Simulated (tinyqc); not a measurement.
MOS inversion layer, Poisson-Schroedinger loop: mixing schemes compared.

Electrons confined at an insulator interface at z = 0, treated as a hard wall; parabolic valleys, Hartree approximation, no image or exchange terms. The depletion charge lies far deeper than the electrons and gives a uniform field q Nd/(eps0 eps_r); the gate balances all charge. Energies are counted from the band edge at the interface.

V0 = q Nd z/(eps0 eps_r) in eV.

Tridiagonal Hamiltonian with psi = 0 one step beyond both ends: H_ii = C (1/m_(i-1/2) + 1/m_(i+1/2))/hz^2 + V0_i + U_i, H_(i,i+1) = -C/(m_(i+1/2) hz^2), C = hbar^2/(2 m0). The lowest 2 level(s) are kept, normalised to hz sum |psi|^2 = 1. The mass is the same on all intervals.

Level k holds N_k = D_k Vt ln(1 + exp((EF - E_k)/Vt)) with D = 3 md1 m0 q/(pi hbar^2) per eV (spin included); EF is fixed by sum N_k = Ns.

n_i = sum_k N_k |psi_k|^2 (converted to cm^-3). Hartree part by Gauss: on the interval before node i the electrons still beyond are S_i = Ns - hz sum_(j<i) n_j, and U_i = U_(i-1) + q S_i hz/(eps0 eps_r) in eV, U_0 = 0 at the interface. Mixing: U(new) = U + a (U(out) - U).

Rounds from U = 0 until the largest |U(out) - U| is below 1e-7 eV (the round that meets it is counted). Anderson mixing of depth m keeps the last m inputs V and residuals F = V(out) - V(in), fits c by least squares to F = dF c over their successive differences dF, dV, and sets V(new) = V + a F - (dV + a dF) c.

Inputs (values chosen for the exercise); masses and permittivity close to those of 4H silicon carbide (0001): temperature T = 300 K; relative permittivity eps_r = 9.72; mass along z of valley set A (3 valley(s)) mz1 = 0.328 m0; in-plane density-of-states mass of set A md1 = 0.425 m0; sheet density of electrons Ns = 5.7e12 cm^-2; sheet density of depletion charge Nd = 1.1e12 cm^-2; mesh step hz = 0.65 nm.

Constants: q = 1.602176634e-19 C, kB = 1.380649e-23 J/K, hbar = 1.054571817e-34 J s, m0 = 9.1093837015e-31 kg, Vt = kB T/q, eps0 = 8.8541878128e-14 F/cm where lengths are in cm, hbar^2/(2 m0) = 0.0380998212 eV nm^2. Results are converted to the units shown.

z, node 1 to 16 (nm): 0.65  1.3  1.95  2.6  3.25  3.9  4.55  5.2  5.85  6.5  7.15  7.8  8.45  9.1  9.75  10.4

Rounds needed:
```
a    depth m  rounds
1      plain      34
0.8    plain      14
0.6    plain      16
0.4    plain      28
0.2    plain      63
0.1    plain     132
0.5        2      14
0.5        4       9
0.5        8      10
```

What do the numbers show?

Among the plain runs a = 0.8 is fastest, with 14 rounds; larger factors overshoot and smaller ones creep. Anderson mixing needs 9 to 14 rounds.

Program tinyqc, `OMP_NUM_THREADS=1 python tinyqc.py 2160018 2160019 out.jsonl`; Intel Xeon 2.30GHz, shared host, one thread, about 0.5 s.
